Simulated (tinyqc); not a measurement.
## Off-state parameters from two currents

Question. Well above V0 the off-state current of a threshold switch is I = Ith exp((V - Vth)/V0). Find V0, Ith and the slope V0 ln 10.

Inputs (values chosen for the exercise): threshold voltage Vth = 1.9 V.

I at 0.95 and 1.42 V (nA): [26.844926, 175.92835]

Solution. ln I is linear in V.

V0 = 0.2500 V
Ith = 1.200 uA
slope = 575.6 mV/decade

tinyqc, about 0.01 s, one thread, Intel Xeon 2.30GHz (shared host): `OMP_NUM_THREADS=1 python tinyqc.py 2490130 2490131 out.jsonl`
